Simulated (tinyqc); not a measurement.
Deep-level transient spectroscopy (DLTS) of one majority-carrier trap. Inputs raised by 5 %, one at a time. Computed by tinyqc, a small Python program. Command: `OMP_NUM_THREADS=1 python tinyqc.py 3029770 3029771 out.jsonl dlts sens`. One thread of a shared host (Intel(R) Xeon(R) Processor @ 2.30GHz), about 0.2 s of CPU time with the checks.

A filling pulse loads the traps in a one-sided junction; under reverse bias they empty at the rate e, and the capacitance relaxes as C(t) = C_0 - dC exp(-e t). The signal is S = [C(t_2) - C(t_1)]/dC.

Inputs (values chosen for the exercise, for a model semiconductor): density-of-states mass m = 0.16 m_0; valleys M = 1; trap depth E_t = 0.427 eV; cross-section sigma_0 = 3.9e-14 cm^2; degeneracy ratio g = 0.5; gate time t_1 = 0.0002 s; ratio t_2/t_1 = 4; temperature T = 283 K; doping N = 9.5e+16 cm^-3; trap density N_t = 9.7e+15 cm^-3; dielectric constant eps = 10.4; built-in voltage V_b = 1.5 V; reverse bias V_r = 1.8 V; diode area = 0.00083 cm^2; capture barrier E_b = 0.13 eV.

Carriers: electrons. Extra term: capture barrier.

Constants: k_B = 8.617333262e-05 eV/K; k_B = 1.380649e-23 J/K; m_0 = 9.1093837015e-31 kg; h = 6.62607015e-34 J s; eps_0 = 8.8541878128e-12 F/m; e = 1.602176634e-19 C.

Method:
- e = g sigma v N_b exp(-E/k_B T), v = sqrt(3 k_B T/m), N_b = 2 M (2 pi m k_B T/h^2)^(3/2), sigma = sigma_0 exp(-E_b/k_B T), E = E_t.
- S(e) = exp(-e t_1) - exp(-e t_2) peaks at the rate window e_0 = ln(t_2/t_1)/(t_2 - t_1).
- T_p solves e(T) = e_0 (bisection between 15 and 1500 K); the half-height points solve S = S_max/2 on either side.
- t_1 is scaled by 0.1, 0.3, 1, 3, 10 and 30 at fixed t_2/t_1; each T_p by bisection.
- Least squares of ln(e_0/T_p^2) on 1/(k_B T_p): slope -E_a, intercept ln(gamma sigma_a) with gamma = v N_b/T^2 = sqrt(3 k_B/m) 2 M (2 pi m k_B/h^2)^(3/2). For comparison, the slope of ln e_0 alone.
- W = sqrt(2 eps eps_0 (V_b + V_r)/(e N)), C_0 = eps eps_0 area/W. The pulse goes to zero bias, W_0 = W(V_r = 0). Traps within lambda = sqrt(2 eps eps_0 (E_t - E_F)/(e^2 N)) of the depletion edge stay filled, with E_F = k_B T_p ln(N_b/N) from the band, N_b = 2 M (2 pi m k_B T_p/h^2)^(3/2) (dopants taken as fully ionised). dC = C_0 (N_t/2N) f, f = [(W - lambda)^2 - max(W_0 - lambda, 0)^2]/W^2. The simple estimate is 2 N dC/C_0.

Runs:
```
input moved                        from          to  apparent depth E_a (eV)  transient amplitude dC (fF)  C_0 (pF)  emission rate e (1/s)
base run                              -           -                  0.55700                       653.80    38.248                  97.99
trap depth E_t (eV)               0.427     0.44835                  0.57835                       643.78    38.248                  40.83
cross-section sigma_0 (cm^2)    3.9e-14   4.095e-14                  0.55700                       653.64    38.248                 102.89
gate time t_1 (s)                0.0002     0.00021                  0.55700                       653.64    38.248                  97.99
density-of-states mass m (m_0)     0.16       0.168                  0.55700                       654.85    38.248                 102.89
capture barrier E_b (eV)           0.13      0.1365                  0.56350                       654.59    38.248                  75.07
doping N (cm^-3)                9.5e+16   9.975e+16                  0.55700                       637.25    39.193                  97.99
trap density N_t (cm^-3)        9.7e+15  1.0185e+16                  0.55700                       686.49    38.248                  97.99
```

Exponents ln(y'/y) / ln(x'/x):
```
input                     apparent depth E_a  transient amplitude dC  C_0  emission rate e
trap depth E_t                         0.771                  -0.317  0.0          -17.943
cross-section sigma_0                  0.000                  -0.005  0.0            1.000
gate time t_1                          0.000                  -0.005  0.0            0.000
density-of-states mass m               0.000                   0.033  0.0            1.000
capture barrier E_b                    0.238                   0.025  0.0           -5.463
doping N                               0.000                  -0.525  0.5            0.000
trap density N_t                       0.000                   1.000  0.0            0.000
```

To which inputs is each result most sensitive?

Among the inputs moved here: apparent depth E_a answers most in size to trap depth E_t (exponent +0.771), next to capture barrier E_b (+0.238); its exponent is below 0.0005 for cross-section sigma_0, gate time t_1, density-of-states mass m, doping N, trap density N_t. Transient amplitude dC answers most in size to trap density N_t (exponent +1.000), next to doping N (-0.525). Its exponent +1.000 in trap density N_t: dC is linear in N_t. C_0 answers most in size to doping N (exponent +0.500); its exponent is below 0.0005 for trap depth E_t, cross-section sigma_0, gate time t_1, density-of-states mass m, capture barrier E_b, trap density N_t. Its exponent +0.500 in doping N: C goes as sqrt(N). Emission rate e answers most in size to trap depth E_t (exponent -17.943), next to capture barrier E_b (-5.463); its exponent is below 0.0005 for gate time t_1, doping N, trap density N_t. Its exponent +1.000 in cross-section sigma_0: e is linear in sigma. Its exponent +1.000 in density-of-states mass m: v N_b goes as m^(-1/2) m^(3/2).

Caution (all rows): N_t is not very small against the doping, so the transient is not exactly a single exponential.

Extremes, crossings and ranges named in words are read from the listed rows.
